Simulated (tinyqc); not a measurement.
Inside a calculation. Method: Ewald sum of point charges, caesium chloride, strained along z by a factor 1.2, lattice. Computed by tinyqc, a small Python program that keeps every step. Command: `OMP_NUM_THREADS=1 python tinyqc.py 22454 22455 out.jsonl` (the two numbers bound the seeds that draw the settings). One thread of a shared host (Intel(R) Xeon(R) Processor @ 2.60GHz), about 0.03 s of CPU time with the checks.

## Ewald sum with eta = 0.402 1/bohr

cell vectors (rows) (bohr):
```
          1         2          3
1  8.970000  0.000000   0.000000
2  0.000000  8.970000   0.000000
3  0.000000  0.000000  10.764000
```

Charges:
```
q                f1        f2        f3
1.000000   0.000000  0.000000  0.000000
-1.000000  0.500000  0.500000  0.500000
```

Real space: 1/2 sum q_i q_j erfc(eta r)/r over all images with r > 0; reciprocal space: (2 pi/V) sum_(G != 0) exp(-G^2/4 eta^2)/G^2 |S(G)|^2 with S(G) = sum q exp(i G.r); self term -eta/sqrt(pi) sum q^2; background -pi Q^2/(2 V eta^2), Q the total charge.

Real-space shells (first ones):
```
r (bohr)   pairs  sum (hartree)
8.318436      16      -2.17e-06
8.970000       8       1.52e-07
10.764000      4       1.74e-10
12.685496      8              0
14.011588     16              0
```

Reciprocal shells (first ones that count):
```
G^2 (1/bohr^2)  vectors  sum (hartree)
0.340732              2       0.100549
0.490653              4       0.110744
1.322038              8       0.022715
1.853580              8       0.007119
2.303345              8       0.002857
2.453267              8       0.002127
3.066584              2       0.000165
3.816193             16       0.000332
4.047891              8       0.000109
4.265959              8       0.000074
4.415881              4       0.000028
5.029198              8       0.000019
```

## The total does not depend on eta

The same sums for other eta.

Totals (hartree per cell):
```
eta            real  reciprocal       self  background        total
0.402000  -2.02e-06    0.246879  -0.453608    0.000000  -0.20673124
0.550000  -9.28e-11    0.413877  -0.620609    0.000000  -0.20673124
0.757000          0    0.647452  -0.854183    0.000000  -0.20673124
```

shortest distance = 8.318436 bohr

Madelung constant -E d / (formula units |q+ q-|) = 1.719681
